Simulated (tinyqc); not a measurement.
Absorption edge of a degenerate semiconductor, band filling against gap narrowing: two steps of the calculation.

n-type, parabolic bands, full ionisation. eta = (EF - Ec)/kB T solves N = Nc F12(eta), F12(x) = (2/sqrt(pi)) int_0^infinity sqrt(u)/(1 + exp(u - x)) du. The gap shrinks rigidly by dEg = a3 y^(1/3) + a4 y^(1/4) + a2 y^(1/2), y = N/1e18 cm^-3, an empirical law that is here taken as the true narrowing.

Values chosen for this exercise; band and dielectric values close to those of indium phosphide:
```
symbol    value   unit                                              meaning
T           350      K                                          temperature
Eg         1.33     eV                                             band gap
Nc      7.24e17  cm^-3  conduction-band density of states at 350 K, from me
me       0.0806     m0                                        electron mass
mh        0.588     m0                                            hole mass
N        1.4e17  cm^-3                                ionised donor density
a3           20    meV                        coefficient of (N/1e18)^(1/3)
a4         12.1    meV                        coefficient of (N/1e18)^(1/4)
a2          1.5    meV                        coefficient of (N/1e18)^(1/2)
```

Constants: q = 1.602176634e-19 C, kB = 1.380649e-23 J/K, h = 6.62607015e-34 J s, c = 299792458 m/s, Vt = kB T/q. Results are converted to the units shown.

Problem 1. Fermi level. Newton step on ln F12(eta) = ln(N/Nc): eta(new) = eta - ln(Nc F12/N) F12/Fm, Fm(x) = dF12/dx = (1/sqrt(pi)) int_0^infinity u^(-1/2)/(1 + exp(u - x)) du.

eta at the start (Boltzmann value) = -1.6431

Give: F12; Fm; eta after iteration 1.

Solution 1.

F12 = 0.1814
Fm = 0.1705
eta after iteration 1 = -1.575

Problem 2. The optical edge. Vertical transitions need an empty final state: the edge is taken where the state lies 4 kB T below EF, E_opt = Eg - dEg + (1 + me/mh) max(eta - 4, 0) kB T; wavelength h c/(q E_opt).

converged eta = -1.5749663

Wanted: dEg; EF - Ec; filling shift; E_opt; wavelength.

Solution 2.

dEg = 18.35 meV
EF - Ec = -47.50 meV
filling shift = 0 meV
E_opt = 1.312 eV
wavelength = 945.3 nm

The edge lies 18.3 meV below the undoped gap: narrowing outweighs filling.

Range of the model: Band tails, non-parabolic bands and incomplete ionisation are left out.

Program tinyqc, `OMP_NUM_THREADS=1 python tinyqc.py 2330109 2330110 out.jsonl`; Intel Xeon 2.30GHz, shared host, one thread, about 0.01 s.
